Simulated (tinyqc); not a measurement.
Velocity overshoot from momentum and energy balance equations after a field step: one step, computed by the program tinyqc.

At t = 0 the field jumps from 0 to F in a uniform sample. v is the drift velocity and u = w - (3/2) k_B T the excess energy per carrier.

Question. Constants and steady state. dv/dt = e F/m - v/tau_m(u), du/dt = e F v - u/tau_E, tau_m(u) = tau_0/(1 + c u), tau_0 = m mu_0/e, c = mu_0/(e tau_E v_s^2); this choice gives the steady state v (1 + mu_0 F v/v_s^2) = mu_0 F, which saturates at v_s. Steady velocity v = 2 mu_0 F/(1 + sqrt(1 + 4 (mu_0 F/v_s)^2)); u = e F v tau_E; carrier temperature T + 2u/(3 k_B), neglecting the drift energy m v^2/2.

Inputs (values chosen for the exercise, modelled on electrons in GaN except for tau_E):
```
quantity,value,unit
effective mass m,0.2,m_0
low-field mobility mu_0,1300,cm^2/(V s)
saturation velocity v_s,2,1e7 cm/s
energy relaxation time tau_E,0.21,ps
field after the step F,95,kV/cm
lattice temperature T,300,K
```

Scheme: explicit Euler.

Constants: m_0 = 9.1093837015e-31 kg; e = 1.602176634e-19 C; k_B = 8.617333262e-05 eV/K.

Give: tau_0; c; acceleration e F/m; steady velocity; steady excess energy; steady carrier temperature.

Answer.

tau_0 = 147.8 fs

c = 15.48 1/eV

acceleration e F/m = 0.08354 1e7 cm/s per fs

steady velocity = 1.845 1e7 cm/s

steady excess energy = 0.3680 eV

steady carrier temperature = 3147 K

tau_E/tau_0 = 1.42, and in the steady state tau_m has shrunk to 22.1 fs.
